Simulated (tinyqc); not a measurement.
Permittivity and interlayer from two capacitances.

Problem. A two-layer stack has Cox = eps0/(t1/e1 + t2/e2) and EOT = 3.9 eps0/Cox. Find e2, the EOT of layer 1 and, with e1 given, t1.

Parameters, values chosen for the exercise: relative permittivity of layer 1 e1 = 4.02.

Constants: eps0 = 8.8541878128e-14 F/cm where lengths are in cm. Results are converted to the units shown.

Cox at t2 = 2 and 8.5 nm (uF/cm^2): 1.6865721  1.1410822

Answer. EOT is linear in t2 with slope 3.9/e2, and its intercept is the EOT of layer 1.

e2 = 25.9
EOT of layer 1 = 1.75 nm
t1 = 1.80 nm

Numbers from tinyqc (`OMP_NUM_THREADS=1 python tinyqc.py 2010090 2010091 out.jsonl`; about 0.01 s on one thread of a shared Intel Xeon 2.30GHz).
